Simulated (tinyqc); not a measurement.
Capacitance of parallel on-chip lines from Laplace's equation on a mesh: one step of the calculation.

Cross-section of an endless row of equal lines between two grounded planes; neighbours are driven in antiphase (+1 V and -1 V), so the plane midway between two lines is at 0 V. By symmetry one quarter is solved: x runs from the centre of a line (column 0, mirror) to that midplane (column 4, 0 V), y from the mid-height of the line (row 0, mirror) to the ground plane (row 3, 0 V). The line fills columns 0 to 2 and rows 0 to 1 at 1 V. Cells beside the line (below row 1) have e2, cells above have e1. Each link between nodes has the conductance g = mean permittivity of the two cells beside it (a cell beyond a mirror counts as 0), and the free nodes obey sum g (V_neighbour - V) = 0.

Problem. Relaxation sweep. One sweep visits the free nodes row by row from row 0, left to right, and replaces V by V + om (weighted mean of the neighbours - V), using new values at once.

Values chosen for this exercise:

| symbol | value | unit | meaning |
|---|---|---|---|
| om | 1.2 |  | over-relaxation factor |

V after sweep 1 (V):
```
           col 0      col 1      col 2      col 3      col 4
row 0  1.0000000  1.0000000  1.0000000  0.3000000  0.0000000
row 1  1.0000000  1.0000000  1.0000000  0.3529412  0.0000000
row 2  0.3000000  0.3900000  0.4170000  0.2309824  0.0000000
row 3  0.0000000  0.0000000  0.0000000  0.0000000  0.0000000
```

gx:
```
       col 0  col 1  col 2  col 3
row 0    0.5    0.5    0.5    0.5
row 1    1.7    1.7    1.7    1.7
row 2    2.4    2.4    2.4    2.4
row 3    1.2    1.2    1.2    1.2
```

gy:
```
       col 0  col 1  col 2  col 3  col 4
row 0    0.5      1      1      1    0.5
row 1    1.2    2.4    2.4    2.4    1.2
row 2    1.2    2.4    2.4    2.4    1.2
```

Wanted: V after sweep 2.

Solution.

V after sweep 2 (V):
```
       col 0  col 1  col 2  col 3  col 4
row 0  1.000  1.000  1.000  0.452  0.000
row 1  1.000  1.000  1.000  0.407  0.000
row 2  0.474  0.489  0.433  0.206  0.000
row 3  0.000  0.000  0.000  0.000  0.000
```

Computed by the program tinyqc: `OMP_NUM_THREADS=1 python tinyqc.py 2790183 2790184 out.jsonl`, one thread of a shared Intel Xeon 2.30GHz, about 1 s for the whole run.
